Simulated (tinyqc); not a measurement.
# p-n heterojunction, non-linear Poisson equation by Newton steps, Fermi-Dirac statistics: what changes with what

One dimension, material 1 (p-type) at x < 0 and material 2 (n-type) at x > 0. Band edges: Ec = -psi in material 1 and -psi + dEc in material 2, Ev = Ec - Eg. Flat quasi-Fermi levels: 0 for holes, +V for electrons. n = Nc F((EFn - Ec)/Vt), p = Nv F((Ev - EFp)/Vt), with F(eta) = F_1/2(eta) = (2/sqrt(pi)) int_0^infinity sqrt(u) du/(1 + exp(u - eta)) (Fermi-Dirac statistics); full ionisation, no interface charge, classical densities; the doping types are chosen for the exercise.

Values chosen for this exercise; band and dielectric values those of a made-up pair:
- T = 300 K (temperature)
- Eg1 = 3.72 eV (band gap of material 1)
- er1 = 8.78 (relative permittivity of material 1)
- Nc1 = 2e18 cm^-3 (conduction-band density of states of material 1)
- Nv1 = 4.32e19 cm^-3 (valence-band density of states of material 1)
- Eg2 = 4.12 eV (band gap of material 2)
- er2 = 9.88 (relative permittivity of material 2)
- Nc2 = 2.75e18 cm^-3 (conduction-band density of states of material 2)
- Nv2 = 5.2e19 cm^-3 (valence-band density of states of material 2)
- dEc = 0.28 eV (conduction-band offset Ec2 - Ec1)
- N1 = 1.4e18 cm^-3 (acceptor density of material 1)
- N2 = 2.6e17 cm^-3 (donor density of material 2)
- V = 0 V (bias of side 1 against side 2)

Constants: q = 1.602176634e-19 C, kB = 1.380649e-23 J/K, Vt = kB T/q, eps0 = 8.8541878128e-14 F/cm where lengths are in cm. Results are converted to the units shown.

Each table varies one quantity; the others keep the values above.

## Effect of the bias of side 1 against side 2

Exact first integral: on each side D^2/(2 eps0 er) = G, G = q [Vt (nI_j - nI_b) + Vt (pI_j - pI_b) - C (psi_j - psi_b)], with C = -N1 or +N2, b the neutral end of that side, and nI, pI the densities with F_1/2 replaced by F_3/2(eta) = (4/(3 sqrt(pi))) int_0^infinity u^(3/2) du/(1 + exp(u - eta)). D is continuous, so er1 G1(psi_j) = er2 G2(psi_j) fixes psi_j. Ends from Nv1 F((-psi_L - Eg1)/Vt) = N1 and Nc2 F((V + psi_R - dEc)/Vt) = N2. D is counted positive when psi rises towards material 2. Depletion (Anderson) capacitance C^2 = q eps0 er1 er2 N1 N2/(2 (er1 N1 + er2 N2)(psi_R - psi_L)). -dD/dV is the change of the displacement at the interface with both quasi-Fermi levels flat; it is the terminal capacitance only while neither side holds an inversion layer. n_j and p_j are densities at the interface.

Effect of the bias of side 1 against side 2:
columns A: V (V); B: psi_R - psi_L (V); C: psi_j - psi_L (V); D: psi_R - psi_j (V); E: D/q (cm^-2); F: n_j in 1 (cm^-3); G: p_j in 2 (cm^-3); H: -dD/dV (nF/cm^2); I: depletion C (nF/cm^2)
```
A         B       C      D         E          F         G      H      I
1.2   2.652  0.4753  2.176  2.471e12  2.729e-15   1.702e8  76.15  75.39
0.6   3.252  0.5790  2.673  2.741e12  1.255e-23   3.081e6  68.64  68.08
0     3.852  0.6827  3.169  2.987e12  5.774e-32   5.577e4  62.98  62.55
-0.6  4.452  0.7864  3.665  3.214e12  2.656e-40      1009  58.53  58.19
-1.2  5.052  0.8902  4.161  3.426e12  1.222e-48     18.27  54.91  54.62
-1.8  5.652  0.9939  4.658  3.626e12  5.621e-57    0.3307  51.88  51.64
-2.4  6.252   1.098  5.154  3.816e12  2.586e-65  0.005985  49.31  49.10
-3    6.852   1.201  5.650  3.996e12  1.189e-73  1.083e-4  47.08  46.90
```

Read the table: what changes, and by how much?

As V goes from 1.2 to -3, the total bending rises from 2.65 to 6.85 V and the sheet charge D/q rises from 2.47e12 to 4.00e12 cm^-2; the share of the bending in material 1 falls from 17.9 to 17.5 %. The capacitance departs most from the depletion formula at V = 1.2, where it is 1.0 % above it.

## Effect of the acceptor density of material 1

Same model as above.

Results:
columns A: N1 (cm^-3); B: psi_R - psi_L (V); C: psi_j - psi_L (V); D: psi_R - psi_j (V); E: D/q (cm^-2); F: n_j in 1 (cm^-3); G: p_j in 2 (cm^-3); H: -dD/dV (nF/cm^2); I: depletion C (nF/cm^2)
```
A           B        C       D         E          F          G      H      I
7e16    3.774    3.029  0.7448  1.428e12    3.040e9  1.059e-36  30.74  30.53
1.6e17  3.795    2.446   1.350  1.938e12     0.2105  1.530e-26  41.48  41.20
9.1e17  3.840   0.9475   2.893  2.853e12  2.506e-27      1.285  60.33  59.92
2.1e18  3.862   0.4920   3.370  3.081e12  2.388e-35    1.349e8  64.79  64.35
5.1e18  3.886   0.2343   3.651  3.208e12  4.513e-40   7.135e12  67.05  66.59
1.2e19  3.909   0.1186   3.791  3.269e12  2.061e-42   1.562e15  67.89  67.45
2.8e19  3.935  0.06650   3.868  3.304e12  1.034e-43   3.112e16  67.96  67.70
```

Estimate the missing row, N1 = 3.9e17 cm^-3.

Computed row:
columns A: N1 (cm^-3); B: psi_R - psi_L (V); C: psi_j - psi_L (V); D: psi_R - psi_j (V); E: D/q (cm^-2); F: n_j in 1 (cm^-3); G: p_j in 2 (cm^-3); H: -dD/dV (nF/cm^2); I: depletion C (nF/cm^2)
```
A           B      C      D         E          F          G      H      I
3.9e17  3.818  1.640  2.178  2.472e12  2.538e-15  1.269e-12  52.58  52.22
```

With this row back in the table: As N1 goes from 7e16 to 2.8e19, the total bending rises from 3.77 to 3.93 V and the sheet charge D/q rises from 1.43e12 to 3.30e12 cm^-2; the share of the bending in material 1 falls from 80.3 to 1.69 %. The capacitance departs most from the depletion formula at N1 = 7e16, where it is 0.70 % above it.

Computed by the program tinyqc: `OMP_NUM_THREADS=1 python tinyqc.py 2040122 2040123 out.jsonl`, one thread of a shared Intel Xeon 2.30GHz, about 0.3 s for the whole run.
